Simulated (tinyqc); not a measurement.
Hubbard chain of 2 sites, step by step. One step of it, computed by the program tinyqc.

Question. The many-body Hamiltonian. Basis: all placements (u, d, 2, 0 on each site), up operators ordered before down ones; hops carry the sign of the same-spin electrons passed.

one-body matrix (hopping and site energies) (eV):
```
           1          2
1   0.000000  -0.850000
2  -0.850000   0.000000
```

U = 8.100000 eV

electrons, up and down: 1  1

Give: H.

Answer.

H (eV):
```
        20      ud      du      02
20   8.100  -0.850  -0.850   0.000
ud  -0.850   0.000   0.000  -0.850
du  -0.850   0.000   0.000  -0.850
02   0.000  -0.850  -0.850   8.100
```
